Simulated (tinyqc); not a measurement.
Threshold of a short bulk MOSFET: charge sharing, barrier lowering, narrow width: one step of the calculation.

n-channel device on a p-type body, depletion approximation, full ionisation. Uniform doping N = Na. Vbi from Boltzmann statistics is rough for the degenerate source. Cox = eps0 eox/tox.

Task. Long-channel threshold and scales. ni = sqrt(Nc Nv) exp(-Eg/(2 Vt)), Eg in volts; 2 pB = 2 Vt ln(N/ni); flat band Vfb - Vt ln(N/Na); Wd = sqrt(2 eps0 eps_r (2 pB - Vbs)/(q N)); body term q N Wd/Cox; long-channel VT0 = flat band + 2 pB + body term; Vbi = Vt ln(N Nsd/ni^2); scale length l = sqrt((eps_r/eox) tox Wd).

Inputs (values chosen for the exercise); band and dielectric values close to those of silicon:
```
symbol    value   unit                                                                 meaning
T           250      K                                                             temperature
Eg          1.1     eV                                                                band gap
eps_r      11.9                                                          relative permittivity
Nc      2.13e19  cm^-3                                  conduction-band density of states at T
Nv      1.99e19  cm^-3                                     valence-band density of states at T
eox          25         relative permittivity of the gate insulator (close to zirconium oxide)
tox         7.2     nm                                                     insulator thickness
Na       1.2e17  cm^-3                                                          channel doping
Nsd        1e20  cm^-3                                                 source and drain doping
Vfb       -0.87      V                                     flat-band voltage for the doping Na
Vbs           0      V                                                     body-source voltage
```

Constants: q = 1.602176634e-19 C, kB = 1.380649e-23 J/K, Vt = kB T/q, eps0 = 8.8541878128e-14 F/cm where lengths are in cm. Results are converted to the units shown.

Give: N; 2 pB; flat band; Wd; body term; VT0; Vbi; l.

Result.

N = 1.200e17 cm^-3
2 pB = 0.8783 V
flat band = -0.8700 V
Wd = 98.12 nm
body term = 0.06136 V
VT0 = 0.06968 V
Vbi = 1.023 V
l = 18.34 nm

tinyqc, about 0.01 s, one thread, Intel Xeon 2.30GHz (shared host): `OMP_NUM_THREADS=1 python tinyqc.py 2002140 2002141 out.jsonl`
